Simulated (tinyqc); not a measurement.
Defect equilibria of an oxide against oxygen pressure (mass action). Inputs raised by 5 %, one at a time. Computed by tinyqc, a small Python program. Command: `OMP_NUM_THREADS=1 python tinyqc.py 3001176 3001177 out.jsonl brouwer sens`. One thread of a shared host (Intel(R) Xeon(R) Processor @ 2.30GHz), about 0.01 s of CPU time with the checks.

Defects: oxygen vacancies V (charge +2), electrons n, holes p, the ionic partner X = V_M'''' (charge -4). Activities are taken equal to concentrations.

Inputs (values chosen for the exercise, for a model oxide): reduction enthalpy H_r = 4.01 eV; prefactor K_r0 = 5.2e+68 cm^-9 atm^(1/2); gap E_g = 3.18 eV; prefactor N_c N_v = 2.9e+42 cm^-6; disorder enthalpy H_s = 6.19 eV; prefactor K_s0 = 4.4e+67 cm^-9; temperature T = 700 K; oxygen pressure P = 1e-05 atm; electron mobility mu_n = 5 cm^2/(V s); hole mobility mu_p = 0.37 cm^2/(V s); vacancy diffusion prefactor D_0 = 0.013 cm^2/s; vacancy migration energy E_m = 0.59 eV.

Ionic disorder: Schottky, oxide MO2. Dopant (singly charged, fully ionised): none.

Constants: k_B = 8.617333262e-05 eV/K; e = 1.602176634e-19 C.

Method:
- K_r = K_r0 exp(-H_r/k_B T) = [V] n^2 P^(1/2); K_i = N_c N_v exp(-E_g/k_B T) = n p; K_s = K_s0 exp(-H_s/k_B T) = [X] [V]^2.
- Neutrality: 2 [V] + p = n + 4 [X]. With n as the unknown, [V] = K_r/(n^2 P^(1/2)), p = K_i/n, [X] = K_s/[V]^2; the log ratio is ln(positive/negative).
- The root is found by 60 bisections in ln n between n = 1e-10 and 1e25 cm^-3.
- sigma_n = e n mu_n, sigma_p = e p mu_p, sigma_ion = 2 e [V] mu_V with mu_V = 2 e D/(k_B T) and D = D_0 exp(-E_m/k_B T); only the oxygen vacancies carry ionic current, and the ionic transport number is sigma_ion over the total.

Runs:
```
input moved                           from        to  n (cm^-3)  p (cm^-3)  [X] (cm^-3)  total conductivity (S/cm)
base run                                 -         -  1.642e+14  2.249e+05    1.773e-05                  1.316e-04
reduction enthalpy H_r (eV)           4.01    4.2105  5.423e+13  6.810e+05    1.625e-04                  4.344e-05
gap E_g (eV)                          3.18     3.339  1.642e+14  1.611e+04    1.773e-05                  1.316e-04
disorder enthalpy H_s (eV)            6.19    6.4995  1.642e+14  2.249e+05    1.048e-07                  1.316e-04
temperature T (K)                      700       735  4.717e+14  9.637e+05    2.846e-04                  3.779e-04
oxygen pressure P (atm)              1e-05  1.05e-05  1.629e+14  2.267e+05    1.802e-05                  1.305e-04
vacancy migration energy E_m (eV)     0.59    0.6195  1.642e+14  2.249e+05    1.773e-05                  1.316e-04
prefactor K_r0 (cm^-9 atm^(1/2))   5.2e+68  5.46e+68  1.669e+14  2.213e+05    1.716e-05                  1.337e-04
```

Exponents ln(y'/y) / ln(x'/x):
```
input                               n        p       [X]  total conductivity
reduction enthalpy H_r        -22.709   22.709    45.417             -22.709
gap E_g                         0.000  -54.025     0.000               0.000
disorder enthalpy H_s           0.000    0.000  -105.162               0.000
temperature T                  21.627   29.825    56.900              21.627
oxygen pressure P              -0.167    0.167     0.333              -0.167
vacancy migration energy E_m    0.000    0.000     0.000               0.000
prefactor K_r0                  0.333   -0.333    -0.667               0.333
```

To which inputs is each result most sensitive?

Among the inputs moved here: n answers most in size to reduction enthalpy H_r (exponent -22.709), next to temperature T (+21.627); its exponent is below 0.0005 for gap E_g, disorder enthalpy H_s, vacancy migration energy E_m. p answers most in size to gap E_g (exponent -54.025), next to temperature T (+29.825); its exponent is below 0.0005 for disorder enthalpy H_s, vacancy migration energy E_m. [X] answers most in size to disorder enthalpy H_s (exponent -105.162), next to temperature T (+56.900); its exponent is below 0.0005 for gap E_g, vacancy migration energy E_m. Total conductivity answers most in size to reduction enthalpy H_r (exponent -22.709), next to temperature T (+21.627); its exponent is below 0.0005 for gap E_g, disorder enthalpy H_s, vacancy migration energy E_m.
